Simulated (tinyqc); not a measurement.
G0W0 on RHF in the sto-6g basis, for H3+, spin multiplicity 1, step by step. Computed by tinyqc, a small Python program that keeps every step (integrals from PySCF). Settings: charge = 1, multiplicity = 1, basis = sto-6g, method = RHF, energy threshold = 1e-10, iteration cap = 60, orthogonalisation = symmetric, start = core, DIIS depth = 6. Command: `OMP_NUM_THREADS=1 python tinyqc.py 27021 27022 out.jsonl` (the two numbers bound the seeds that draw the settings). One thread of a shared host (Intel(R) Xeon(R) Processor @ 2.60GHz), about 0.07 s of CPU time with the checks. The early iterations of the SCF are left out here.

## One-electron integrals

Geometry (angstrom):
```
atom         x         y         z
H     0.000000  0.000000  0.000000
H     0.000000  0.000000  0.877000
H     0.000000  0.759000  0.438000
```

Basis sto-6g: exponents (1/bohr^2) and contraction coefficients of normalised primitives:
```
element  l (shell)   exponent  coefficient
H            s (1)  35.523221     0.009164
H            s (1)   6.513144     0.049361
H            s (1)   1.822143     0.168538
H            s (1)   0.625955     0.370563
H            s (1)   0.243077     0.416492
H            s (1)   0.100112     0.130334
```

Overlap, kinetic and nuclear-attraction integrals over the contracted functions; the nuclear repulsion is the sum of Za Zb / Rab.

nuclear repulsion = 1.81078545 hartree

overlap S:
```
          1H 1s     2H 1s     3H 1s
1H 1s  1.000000  0.571628  0.572060
2H 1s  0.571628  1.000000  0.571745
3H 1s  0.572060  0.571745  1.000000
```

kinetic energy T (hartree):
```
          1H 1s     2H 1s     3H 1s
1H 1s  0.768522  0.162249  0.162569
2H 1s  0.162249  0.768522  0.162336
3H 1s  0.162569  0.162336  0.768522
```

nuclear attraction V (hartree):
```
           1H 1s      2H 1s      3H 1s
1H 1s  -2.386235  -1.319578  -1.320736
2H 1s  -1.319578  -2.385967  -1.319892
3H 1s  -1.320736  -1.319892  -2.386335
```

core Hamiltonian H = T + V (hartree):
```
           1H 1s      2H 1s      3H 1s
1H 1s  -1.617713  -1.157329  -1.158168
2H 1s  -1.157329  -1.617445  -1.157556
3H 1s  -1.158168  -1.157556  -1.617813
```

## Two-electron integrals

Functions are numbered as in S; the eight-fold symmetry (ij|kl) = (ji|kl) = (kl|ij) leaves the list below.

Two-electron integrals (ij|kl) in chemists' order, unique and non-zero (hartree):
```
(11|11) 0.774999   (21|11) 0.369686   (21|21) 0.215682   (22|11) 0.519847
(22|21) 0.369686   (22|22) 0.774999   (31|11) 0.370042   (31|21) 0.198008
(31|22) 0.308179   (31|31) 0.216045   (32|11) 0.308076   (32|21) 0.197906
(32|22) 0.369782   (32|31) 0.198046   (32|32) 0.215781   (33|11) 0.520090
(33|21) 0.308038   (33|22) 0.519913   (33|31) 0.370042   (33|32) 0.369782
(33|33) 0.774999
```

## Orthogonalisation

S = U s U^T; symmetric (Loewdin) form X = U s^(-1/2) U^T, so that X^T S X = 1.

eigenvalues of S: 0.427931  0.428447  2.143622

X:
```
           1H 1s      2H 1s      3H 1s
1H 1s   1.246531  -0.281486  -0.282070
2H 1s  -0.281486   1.246260  -0.281644
3H 1s  -0.282070  -0.281644   1.246632
```

## Starting guess

The start is the orbitals of the core Hamiltonian; D = 2 C_occ C_occ^T.

D at the start:
```
          1H 1s     2H 1s     3H 1s
1H 1s  0.311121  0.310832  0.311228
2H 1s  0.310832  0.310544  0.310940
3H 1s  0.311228  0.310940  0.311336
```

## Iteration 4 (converged): orbitals

converged F (hartree):
```
           1H 1s      2H 1s      3H 1s
1H 1s  -0.880818  -0.868696  -0.869166
2H 1s  -0.868696  -0.880535  -0.868823
3H 1s  -0.869166  -0.868823  -0.880924
```

Diagonalise F' = X^T F X, C = X C', fill 1 alpha and 1 beta electrons from the bottom; D = 2 C_occ C_occ^T. Each column has its largest component positive (the first on a tie).

F' = X^T F X (hartree):
```
           1          2          3
1  -0.425645  -0.397703  -0.398283
2  -0.397703  -0.425696  -0.397860
3  -0.398283  -0.397860  -0.425627
```

orbital energies (hartree): MO1 -1.221554, MO2 -0.028074, MO3 -0.027340

coefficients C:
```
            MO1        MO2        MO3
1H 1s  0.394374  -0.761164  -0.988805
2H 1s  0.394188   1.236526  -0.165351
3H 1s  0.394443  -0.475022   1.154013
```

D after iteration 4:
```
          1H 1s     2H 1s     3H 1s
1H 1s  0.311061  0.310915  0.311116
2H 1s  0.310915  0.310768  0.310969
3H 1s  0.311116  0.310969  0.311171
```

## Convergence

Stop when the energy changes by less than 1e-10 hartree and every element of the error matrix X^T (F D S - S D F) X is below 3e-06.

Course of the cycle:
```
iteration  E (hartree)     change  largest element of the error matrix
1          -1.24552513          -                             1.92e-04
2          -1.24552515  -2.82e-08                             2.63e-05
3          -1.24552515  -5.39e-10                             2.73e-10
4          -1.24552515  -8.88e-16                             1.60e-11
```

PySCF RHF in the same basis = -1.24552515 hartree

Converged in 4 iterations.

## Populations, bond orders and dipole

Mulliken: Z minus the diagonal of D S on the atom; Loewdin: the same with S^(1/2) D S^(1/2); Mayer order: 2 sum_s sum (D(s) S)_ij (D(s) S)_ji over the two atoms.

Charges (e):
```
atom  Mulliken   Loewdin
1H    0.333234  0.333246
2H    0.333709  0.333663
3H    0.333057  0.333091
```

Mayer bond orders:
```
pair     order
2-1   0.444260
3-1   0.444695
3-2   0.444378
```

dipole moment about the origin, x y z (debye): 0.000000  1.214202  2.106407

## Integrals over molecular orbitals

(pq|rs) = sum C_ip C_jq C_kr C_ls (ij|kl), one index at a time.

one-electron integrals over orbitals h = C^T H C (hartree):
```
           1          2          3
1  -1.834757   0.000083  -0.000035
2   0.000083  -1.074495   0.000000
3  -0.000035   0.000000  -1.073960
```

Two-electron integrals over orbitals (pq|rs), unique and non-zero (hartree):
```
(11|11) 0.613203    (21|11) -0.000083   (21|21) 0.143946    (22|11) 0.595183
(22|21) 0.083463    (22|22) 0.674342    (31|11) 0.000035    (31|21) 8.19e-09
(31|22) -0.035118   (31|31) 0.143947    (32|11) 1.41e-08    (32|21) -0.035149
(32|22) -0.000032   (32|31) -0.083437   (32|32) 0.072228    (33|11) 0.595284
(33|21) -0.083512   (33|22) 0.529786    (33|31) 0.035138    (33|32) 0.000032
(33|33) 0.674396
```

## Screening: direct RPA

With D = e_a - e_i and K = (ia|jb): diagonalise D^(1/2) (D + 4K) D^(1/2) = Z w^2 Z^T; X + Y = D^(1/2) Z w^(-1/2), each column of Z with its largest component positive (the first on a tie); E_c = (sum w - tr (D + 2K)) / 2.

D^(1/2) (D + 4K) D^(1/2) (hartree^2):
```
          1>2       1>3
1>2  2.111579  0.000000
1>3  0.000000  2.113761
```

excitation energies w (hartree): 1.453127  1.453878

X + Y:
```
             1         2
1>2   0.906266  0.000016
1>3  -0.000016  0.906311
```

RPA correlation energy = -0.02823704 hartree

## G0W0 on Hartree-Fock: HOMO

W(p,q,m) = sqrt2 sum_ia (pq|ia) (X+Y)_ia,m; Sigma_c(x) = sum_(i,m) W^2/(x - e_i + w_m) + sum_(a,m) W^2/(x - e_a - w_m); solve x = e_p + Sigma_c(x) by Newton steps; Z = 1/(1 - dSigma/dx); 1 hartree = 27.211386 eV.

The 12 largest terms at x = e_p (hartree; W for the signs of X + Y given):
```
q  m          W       term
2  1   0.184489  -0.012860
3  2   0.184500  -0.012855
1  1  -0.000106   7.75e-09
1  2   0.000045   1.37e-09
2  2   3.32e-06          0
3  1  -3.30e-06          0
```

Newton steps (hartree):
```
step          x  Sigma_c(x)         Z
0     -1.221554   -0.025715  0.990380
1     -1.247021   -0.025470  0.990561
2     -1.247023   -0.025470  0.990561
```

quasiparticle energy of the HOMO = -33.933236 eV

Hartree-Fock value = -33.240167 eV

## G0W0 on Hartree-Fock: LUMO

As before.

The 12 largest terms at x = e_p (hartree; W for the signs of X + Y given):
```
q  m          W       term
1  1   0.184489   0.012860
2  1   0.106971  -0.007875
3  2  -0.106944  -0.007863
3  1  -0.045047  -0.001396
2  2  -0.045009  -0.001393
1  2   3.32e-06          0
```

Newton steps (hartree):
```
step          x  Sigma_c(x)         Z
0     -0.028074   -0.005666  0.982703
1     -0.033642   -0.005568  0.982776
2     -0.033643   -0.005568  0.982776
```

quasiparticle energy of the LUMO = -0.915463 eV

Hartree-Fock value = -0.763946 eV
